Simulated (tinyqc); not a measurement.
Gated graphene, quantum capacitance: one step of the calculation.

phi is the Fermi level above the Dirac point, in volts; Vg is counted from the gate voltage of charge neutrality. Ideal linear bands, no charge puddles.

Problem. Charge and capacitances at the solution. N0 = (2/pi)(kB T/(hbar vF))^2; n = N0 F1(phi/Vt), p = N0 F1(-phi/Vt), F1(e) = int_0^infinity u du/(1 + exp(u - e)) = -Li2(-exp(e)); Cq = q d(n - p)/dphi = (q N0/Vt) ln[2 (1 + cosh(phi/Vt))]. 1/C_G = 1/Cox + 1/(Cq + q Dit); dphi/dVg = Cox/(Cox + Cq + q Dit).

Parameters, values chosen for the exercise; values close to those of graphene:

| symbol | value | unit | meaning |
|---|---|---|---|
| T | 300 | K | temperature |
| vF | 1.04e6 | m/s | Fermi velocity |
| Dit | 0 | cm^-2 eV^-1 | density of traps |

Constants: q = 1.602176634e-19 C, kB = 1.380649e-23 J/K, hbar = 1.054571817e-34 J s, Vt = kB T/q. Results are converted to the units shown.

converged phi = -0.12244724 V
Cox = 0.24665237 uF/cm^2

Find: n - p; Cq; C_G; dphi/dVg.

Solution.

n - p = -1.1662e12 cm^-2
Cq = 2.6751 uF/cm^2
C_G = 0.22583 uF/cm^2
dphi/dVg = 0.084419

Cq is 10.8 times Cox, so C_G is 91.6 % of Cox; 13.9 % of the gate voltage has gone into phi.

Program tinyqc, `OMP_NUM_THREADS=1 python tinyqc.py 2200009 2200010 out.jsonl`; Intel Xeon 2.30GHz, shared host, one thread, about 0.01 s.
